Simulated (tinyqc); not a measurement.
Defects against doping: deep level with several charge states.

Energies from Ev. The defect has charge states +1, 0, -1 with weights 1, gm exp((EF - E1)/kT), exp((2 EF - E1 - E2)/kT); the shares are the weights over their sum. Boltzmann carriers: n = Nc exp((EF - Eg)/kT), p = Nv exp(-EF/kT). Neutrality: p - n + Nd + Nt <q> = 0.

Constants: kB = 8.617333262e-05 eV/K.

Parameters, chosen for this exercise (gap and densities of states near those of Si at this temperature; shifted at random, so the results belong to these values and not to a real crystal):
- Eg = 1.132 eV (gap)
- Nc = 2.06e+19 1/cm^3 (conduction-band density of states)
- Nv = 8.72e+18 1/cm^3 (valence-band density of states)
- T = 250 K
- E1 = 0.883 eV (level (+1/0) above Ev)
- E2 = 0.708 eV (level (0/-1) above Ev)
- gm = 2 (degeneracy of the middle state, the others 1)
- Nd = 1.4e+14 1/cm^3 (ionised shallow donors minus acceptors)

Nt takes the listed multiples of |Nd|; the resistivity uses mobilities of 1000 (electrons) and 300 (holes) cm^2/(V s), chosen for the exercise, and e = 1.602176634e-19 C.

Neutral state:
```
Nt/|Nd|  EF (eV)  n (1/cm^3)  p (1/cm^3)  rho (ohm cm)
0.01      0.8754    1.39e+14        19.6          45.0
0.10      0.8734    1.26e+14        21.6          49.5
0.30      0.8680    9.81e+13        27.7          63.6
0.60      0.8562    5.68e+13        47.9           110
0.90      0.8348    2.10e+13         129           297
1.10      0.8219    1.16e+13         235           540
3.00      0.8028    4.76e+12         571      1.31e+03
10.00     0.7976    3.75e+12         726      1.67e+03
```

Give the missing row, Nt/|Nd| = 1.50.

Computed row:
```
Nt/|Nd|  EF (eV)  n (1/cm^3)  p (1/cm^3)  rho (ohm cm)
1.50      0.8119    7.24e+12         375           862
```

EF goes from 0.875 to 0.798 eV and the resistivity from 45 to 1.67e+03 ohm cm, with a largest value of 1.67e+03. The largest move of EF, -0.021 eV, comes between Nt/|Nd| = 0.6 and 0.9; the levels lie at 0.883 and 0.708 eV. A defect can take up to one carrier of either sign, so the doping can be cancelled no earlier than Nt = |Nd|, there only if EF lies well beyond the level that takes the carriers and otherwise at larger Nt (mean charge -0.10 in the last row).

Program tinyqc; command `OMP_NUM_THREADS=1 python tinyqc.py 1651196 1651197 out.jsonl`; about 0.01 s on one thread of a shared Intel(R) Xeon(R) Processor @ 2.30GHz.
